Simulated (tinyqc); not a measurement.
# Interface traps from C-V curves, high-low and Terman methods: two studies

MOS capacitor on an n-type substrate; psi is the band bending, negative in depletion; only majority carriers are counted. At the bending psi the Fermi level lies y = xi - psi below the conduction edge at the surface, xi = Vt ln(Nc/Nd). Dit(y) = D0 + D1 exp(-y/E1); traps fill up to the Fermi level, follow the bias and a slow signal, and do not follow a fast one. V is the gate voltage from flat band.

Values chosen for this exercise; band and dielectric values close to those of silicon:
```
symbol    value         unit                                   meaning
T           300            K                               temperature
eps_r      11.8                                  relative permittivity
Nc      2.85e19        cm^-3    conduction-band density of states at T
Nd       3.3e16        cm^-3                             donor density
EOT         1.5           nm                equivalent oxide thickness
D0       2.9e10  cm^-2 eV^-1       trap density far from the band edge
D1       1.1e12  cm^-2 eV^-1  band-tail density at the conduction edge
E1         0.17           eV                  decay energy of the tail
```

Constants: q = 1.602176634e-19 C, kB = 1.380649e-23 J/K, Vt = kB T/q, eps0 = 8.8541878128e-14 F/cm where lengths are in cm. Results are converted to the units shown.

Each table varies one quantity; the others keep the values above.

## Effect of the oxide thickness on the signal

Cox = 3.9 eps0/EOT, LD = sqrt(eps0 eps_r Vt/(q Nd)), u = psi/Vt, Cd = (eps0 eps_r/(sqrt(2) LD)) |exp(u) - 1|/sqrt(exp(u) - u - 1). Ideal V0 = psi - sqrt(2) (eps0 eps_r Vt/LD) sqrt(exp(u) - u - 1)/Cox for psi < 0; the traps add dV = (q/Cox) times the integral of Dit from 0 to psi = (q/Cox) [D0 psi + D1 E1 exp(-xi/E1) (exp(psi/E1) - 1)]. 1/C_HF = 1/Cox + 1/Cd, 1/C_LF = 1/Cox + 1/(Cd + q Dit). All at psi = -0.223 V.

Effect of the oxide thickness on the signal:

| EOT (nm) | dV (mV) | C_HF (nF/cm^2) | C_LF (nF/cm^2) | (C_LF - C_HF)/Cox (%) |
|---|---|---|---|---|
| 1.4 | -3.594 | 112.9 | 132.4 | 0.7916 |
| 2.5 | -6.419 | 109.0 | 127.1 | 1.309 |
| 4.4 | -11.30 | 102.8 | 118.8 | 2.032 |
| 8 | -20.54 | 92.88 | 105.7 | 2.969 |
| 14 | -35.94 | 79.97 | 89.29 | 3.780 |
| 26 | -66.75 | 62.58 | 68.15 | 4.192 |
| 46 | -118.1 | 45.93 | 48.86 | 3.903 |

Read the table: what changes, and by how much?

The stretch-out grows in proportion to the EOT, from -3.59 to -118 mV, so thin oxides leave Terman's method little to read; the high-low gap goes from 0.792 through a maximum of 4.19 (at EOT = 26 nm among the rows listed) to 3.90 % of Cox.

## An error in the doping read as traps

The sample has Nd; the ideal curve is drawn with Nd (1 + e). At the true psi = -0.223 V the measured C_HF is matched to the ideal curve, which gives psi', and Dit = (Cox/q) [dV/dpsi' - 1 - Cd'(psi')/Cox], derivatives exact.

The same in every row: true Dit (cm^-2 eV^-1) = 1.350e11.

Results:

| e | psi' (V) | apparent Dit (cm^-2 eV^-1) |
|---|---|---|
| -0.15 | -0.1933 | 2.749e12 |
| -0.1 | -0.2032 | 1.789e12 |
| -0.05 | -0.2131 | 9.212e11 |
| -0.02 | -0.2190 | 4.404e11 |
| 0 | -0.2230 | 1.350e11 |
| 0.02 | -0.2270 | -1.592e11 |
| 0.05 | -0.2329 | -5.804e11 |
| 0.15 | -0.2526 | -1.832e12 |

Estimate the missing row, e = 0.1.

Computed row:

| e | psi' (V) | apparent Dit (cm^-2 eV^-1) |
|---|---|---|
| 0.1 | -0.2428 | -1.233e12 |

With this row back in the table: The apparent Dit falls from 2.75e12 to -1.83e12 cm^-2 eV^-1, against the true 1.35e11. An error of +5 % in the doping shifts it by -7.15e11 cm^-2 eV^-1, 530 % of the true value, and a negative result appears where the assumed doping is too high.

tinyqc, about 0.01 s, one thread, Intel Xeon 2.30GHz (shared host): `OMP_NUM_THREADS=1 python tinyqc.py 2030167 2030168 out.jsonl`
